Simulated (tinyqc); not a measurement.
Choosing the offset: vacuum evaporation: vapour pressure, source flux, thickness distribution, purity and step coverage. Computed by tinyqc, a small Python program. Command: `OMP_NUM_THREADS=1 python tinyqc.py 3111156 3111157 out.jsonl evap walk`. One thread of a shared host (Intel(R) Xeon(R) Processor @ 2.30GHz), about 0.01 s of CPU time with the checks.

Molecular flow, unit sticking of the metal, no re-evaporation. The background gas is taken as water vapour (18.015 g/mol, collision diameter 0.37 nm) at 300 K.

Inputs (values chosen for the exercise, modelled on germanium, with constants for the liquid): directionality n = 4; source-to-wafer distance h = 45 cm; wafer radius R = 7.5 cm.

Method. Rotating wafer, source offset by s and facing upwards: thickness at radius r is the mean over the angle a of (1 + (r^2 + s^2 - 2 r s cos a)/h^2)^(-(n + 3)/2), by 360 equal steps; non-uniformity (max - min)/(max + min) over 21 radii from 0 to R. The curvature at the centre vanishes at s/h = sqrt(2/(n + 3)).

Against the offset:
```
s/h  centre thickness  edge over centre  non-uniformity (%)
0.0            1.0000            0.9086              4.7911
0.2            0.8717            0.9260              3.8427
0.4            0.5948            0.9675              1.6518
0.5            0.4579            0.9904              0.4814
0.6            0.3409            1.0115              0.5737
0.7            0.2477            1.0294              1.4505
0.8            0.1770            1.0435              2.1290
0.9            0.1254            1.0538              2.6187
1.1            0.0623            1.0648              3.1377
```

What does the comparison show, and why?

The best row, s/h = 0.5, has 0.48 % against 4.8 % on the axis, at the price of a rate lower by a factor 2.18; the small-wafer optimum is sqrt(2/(n + 3)) = 0.53.

Extremes, crossings and ranges named in words are read from the listed rows.
